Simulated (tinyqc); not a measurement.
Inside a calculation: Schottky barriers and band offsets from neutrality levels. Values are carried at full precision from step to step, so a last printed digit may differ when a step is redone from the rounded ones.

Pinning factor S = 1/(1 + 0.1 (eps - 1)^2); depth of the neutrality level below vacuum PhiN = chi + Eg - EN. Barrier for electrons phi_n = S (WM - PhiN) + (PhiN - chi), for holes phi_p = Eg - phi_n; effective work function PhiN + S (WM - PhiN).

Constants: e^2/(4 pi eps0) = 14.39964547 eV angstrom.

Inputs chosen for the exercise:
```
symbol  value  unit      meaning
Eg1     1.1    eV        gap of material 1, near Si
chi1    3.94   eV        its electron affinity
eps1    12.17            its optical dielectric constant
EN1     0.31   eV        its neutrality level above the valence top
WM      4.51   eV        work function of a metal
Eg2     5.25   eV        gap of material 2, near Si3N4
chi2    2.07   eV        its electron affinity
eps2    3.9              its optical dielectric constant
EN2     2.63   eV        its neutrality level above the valence top
dl      3.9    angstrom  width of the interface dipole layer
ei      1                its dielectric constant
```

## Barrier of a metal contact

Compare with the Schottky-Mott value WM - chi (S = 1) and full pinning (S = 0).

S = 0.0742
PhiN = 4.730 eV
phi_n = 0.774 eV
phi_p = 0.326 eV
phi_n for S = 1 and S = 0 (eV): 0.570  0.790

The barrier lies 7 % of the way from the pinned to the Schottky-Mott value.

## Band offsets of two materials

Offset of the conduction edges, dEc = Ec(2) - Ec(1) = (chi1 - PhiN1) - (chi2 - PhiN2) + S (PhiN1 - PhiN2), PhiN = chi + Eg - EN, S = 1/(1 + 0.1 (eps - 1)^2) of the material with the wider gap; dEv = Ev(1) - Ev(2) = Eg2 - Eg1 - dEc.

Compare with the affinity rule (S = 1) and aligned neutrality levels (S = 0).

PhiN1, PhiN2 (eV): 4.730  4.690

S = 0.5432
dEc = 1.852 eV
dEv = 2.298 eV
dEc for S = 1 and S = 0 (eV): 1.870  1.830

As a gate insulator on material 1, material 2 should offer 1 eV at each edge; it does at both (smaller barrier 1.85 eV, for electrons).

## The density of gap states that S implies

S and PhiN are those of material 1, from the metal contact. In the picture of a dipole layer, S = 1/(1 + 4 pi (e^2/4 pi eps0) D dl/ei) with D states per area and energy. The charge in the gap states is D (WM - PhiN) S electrons missing per area, and the dipole step is (1 - S)(WM - PhiN). 1 angstrom^-2 = 1e16 cm^-2.

D = 1.768e+14 1/(cm^2 eV)
electrons missing from the gap states (negative: in excess) = -2.89e+12 cm^-2
dipole step = -0.204 eV

A surface holds about 1e15 atoms per cm^2, so 0.3 % of an electron per atom makes this step.

## Checks

- Offset for S = 1 against the difference of the affinities (eV): both 1.870.

Program tinyqc; command `OMP_NUM_THREADS=1 python tinyqc.py 1881005 1881006 out.jsonl`; about 0.01 s on one thread of a shared Intel(R) Xeon(R) Processor @ 2.30GHz.
